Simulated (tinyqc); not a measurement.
Switching kinetics of a ferroelectric film and the memory window of a ferroelectric gate stack: one step, computed by the program tinyqc. Command: `OMP_NUM_THREADS=1 python tinyqc.py 3019897 3019898 out.jsonl feswitch walk`. One thread of a shared host (Intel(R) Xeon(R) Processor @ 2.30GHz), about 0.02 s of CPU time with the checks.

Fields in MV/cm; 1 microcoulomb/cm^2 over eps_0 is 11.29409 MV/cm. In the stack (metal, ferroelectric, interlayer, channel) the channel is taken as a conductor.

Task: The hysteresis loop. Saturated branches: P(E) = P_s tanh[(E -/+ E_c)/(2 delta)], delta = E_c/ln[(1 + P_r/P_s)/(1 - P_r/P_s)]; D = P + eps_0 eps_F E.

Inputs (values chosen for the exercise, for a model hafnia-based film):

| quantity | value | unit |
|---|---|---|
| saturation polarisation P_s | 22 | microcoulomb/cm^2 |
| ratio P_r/P_s | 0.77 | - |
| coercive field E_c | 0.9 | MV/cm |
| permittivity of the ferroelectric eps_F | 28 | - |

Give: delta; P on both branches (microcoulomb/cm^2) at E/E_c = -3, -2, -1, -0.5, 0, 0.5, 1, 1.5, 2, 3; peak differential permittivity eps_F + P_s/(2 delta eps_0).

Result:

delta = 0.44103 MV/cm

P on both branches (microcoulomb/cm^2) at E/E_c = -3, -2, -1, -0.5, 0, 0.5, 1, 1.5, 2, 3:

| E (MV/cm) | rising branch | falling branch |
|---|---|---|
| -2.70 | -21.987 | -21.269 |
| -1.80 | -21.904 | -16.940 |
| -0.90 | -21.269 | 0.000 |
| -0.45 | -20.031 | 10.342 |
| 0.00 | -16.940 | 16.940 |
| 0.45 | -10.342 | 20.031 |
| 0.90 | 0.000 | 21.269 |
| 1.35 | 10.342 | 21.734 |
| 1.80 | 16.940 | 21.904 |
| 2.70 | 21.269 | 21.987 |

peak differential permittivity eps_F + P_s/(2 delta eps_0) = 309.69
